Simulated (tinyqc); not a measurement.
Inside a calculation: metal-induced gap states at the contact of a metal chain and a two-band chain. Values are carried at full precision from step to step, so a last printed digit may differ when a step is redone from the rounded ones.

The semiconductor alternates sites A at -Eg/2 and C at +Eg/2 with hopping -t; the gap runs from -Eg/2 to Eg/2. In the gap cosh(q a) = 1 + (Eg^2/4 - E^2)/(2 t^2) and the amplitude changes by -exp(-q a) a period. The metal has site energy 0 and hopping -tm; its end site has g_m = (E - i sqrt(4 tm^2 - E^2))/(2 tm^2). Sites 1, 2, ... count into the semiconductor, with energies e1, e2 alternating. The clean half chain has g1 = 1/(E - e1 - t^2 g2), g2 = 1/(E - e2 - t^2 g1), decaying root. With the contact G11 = 1/(1/g1 - tc^2 g_m), and the density on site j is -Im G_jj/pi = |psi_j/psi_1|^2 (-Im G11/pi), per spin, with psi_2/psi_1 = -t g2, psi_3/psi_2 = -t g1.

Constants: e^2/(4 pi eps0) = 14.39964547 eV angstrom.

Values chosen for the exercise (gap and optical dielectric constant near those of Si; the chain itself is a model; not measured data):
- Eg = 1.16 eV (gap)
- t = 2.22 eV (hopping in the semiconductor)
- a = 3.84 angstrom (period (two sites); one chain for each area a^2)
- E = 0.21 eV (energy from mid-gap)
- tm = 3.12 eV (hopping in the metal)
- tc = 1.08 eV (hopping across the contact)
- end = A (site that touches the metal)
- eps = 12.1 (dielectric constant)

## Decay in the gap

Form cosh(q a), l = exp(-q a), q and the decay length 1/(2q) of the density.

cosh(q a) = 1.02965
l = 0.78432
q = 0.06326 1/angstrom
xi, the decay length of the density = 7.903 angstrom

## Green functions

The decaying root is g1 = (1 - l)/(E - e1), g2 = (1 - l)/(E - e2), l = exp(-q a). Form them, g_m and G11.

g1, g2 (1/eV): 0.27301  -0.58292

g_m = 0.01079-0.32033i 1/eV
G11 = 0.27111-0.02775i 1/eV

## Density site by site

D1 = -Im G11/pi, D2 = (t g2)^2 D1, and each further period multiplies by l^2. The sum over all sites is (D1 + D2)/(1 - l^2). The Green functions stand in the order g1, g2.

density on sites 1 to 8 (1/eV): 0.00883  0.01479  0.00543  0.00910  0.00334  0.00560  0.00206  0.00344

Ds, the density per spin summed over the semiconductor = 0.06139 1/eV

The first period holds 38 % of the gap states at this energy.

## Pinning factor

Gap states per area N = 2 Ds/a^2 (two spins). Charge in them sits a distance xi from the metal, so S = 1/(1 + 4 pi e^2 N xi/eps), e^2 meaning e^2/(4 pi eps0); S is the change of the barrier per change of the metal work function.

N = 8.327e+13 1/(eV cm^2)
4 pi e^2 N xi/eps = 0.9841
S = 0.5040

Partial pinning, between the Bardeen (0) and Schottky (1) limits.

## Checks

- g1 from the closed form against decimation: both 0.273012.

Run: tinyqc, `OMP_NUM_THREADS=1 python tinyqc.py 1482832 1482833 out.jsonl`; Intel(R) Xeon(R) Processor @ 2.30GHz, one thread, shared host; about 0.01 s of CPU time with all checks.
